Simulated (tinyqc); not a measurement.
Fermi-Dirac statistics of conduction electrons: sweeps and comparisons. A value that a table varies takes the place of the one given here.

Non-parabolic band E (1 + alpha E) = c k^2/m: n = Nc (2/sqrt(pi)) integral_0^infinity sqrt(x (1 + a x)) (1 + 2 a x) dx/(1 + exp(x - eta)) with a = alpha kT and eta = (EF - Ec)/kT; a = 0 gives n = Nc F_1/2(eta).

Constants: hbar^2/2m0 = 3.80998211 eV angstrom^2; kB = 8.617333262e-05 eV/K.

Inputs chosen for the exercise (near those of GaAs, lowest valleys alone; the results hold for these values, not for the real material):
- m = 0.0667 m0 (density-of-states mass of the conduction band)
- T = 300 K
- alpha = 0.62 1/eV (non-parabolicity)
- n = 3.6e+16 1/cm^3 (electron density)

## Parabolic against non-parabolic filling

N = 2 (m kB T/(4 pi c))^(3/2) with c = hbar^2/2m0, in 1/angstrom^3; times 1e24 for 1/cm^3. k_F = (3 pi^2 n)^(1/3) and the energy E0 that solves E (1 + alpha E) = c k_F^2/m give the limit of zero temperature.

EF - Ec (meV):

| n (1/cm^3) | parabolic | non-parabolic | non-parabolic, 0 K |
|---|---|---|---|
| 4.0e+16 | -60.7 | -62.3 | 6.4 |
| 2.0e+17 | -15.7 | -17.6 | 18.5 |
| 6.0e+17 | 20.9 | 18.2 | 38.0 |
| 2.0e+18 | 79.5 | 73.4 | 82.6 |
| 6.0e+18 | 177.4 | 158.9 | 163.9 |
| 2.0e+19 | 401.4 | 330.8 | 333.7 |

What can be read from the table?

Non-parabolicity lowers EF by 1.6 meV at the lowest density and by 70.6 meV at the highest, where alpha (EF - Ec) = 0.21. Temperature lowers EF below its 0 K value by 68.7 meV at the lowest density and by 2.9 meV at the highest. EF enters the band between 2e+17 and 6e+17 1/cm^3.

## What moves the Fermi level

N = 2 (m kB T/(4 pi c))^(3/2) with c = hbar^2/2m0, in 1/angstrom^3; times 1e24 for 1/cm^3. Each row changes one parameter from the base and keeps the others.

Results:

| case | parabolic EF - Ec (meV) | non-parabolic EF - Ec (meV) |
|---|---|---|
| base | -63.50 | -65.09 |
| m = 0.06 m0 | -59.26 | -60.87 |
| T = 275 K | -55.01 | -56.36 |
| n = 7.2e+16 1/cm^3 | -44.82 | -46.48 |
| alpha = 0.93 1/eV | -63.50 | -65.87 |

What does this show?

The largest shifts from the base row, up to three for each result and ties (the steps differ in size, so this ranks the rows, not the parameters). parabolic EF - Ec (meV): n +18.68, T +8.48, m +4.24; unchanged at the printed digits by alpha. non-parabolic EF - Ec (meV): n +18.61, T +8.73, m +4.22.

(tinyqc, `OMP_NUM_THREADS=1 python tinyqc.py 1680602 1680603 out.jsonl`, Intel(R) Xeon(R) Processor @ 2.30GHz, 1 thread, shared host, about 0.01 s.)
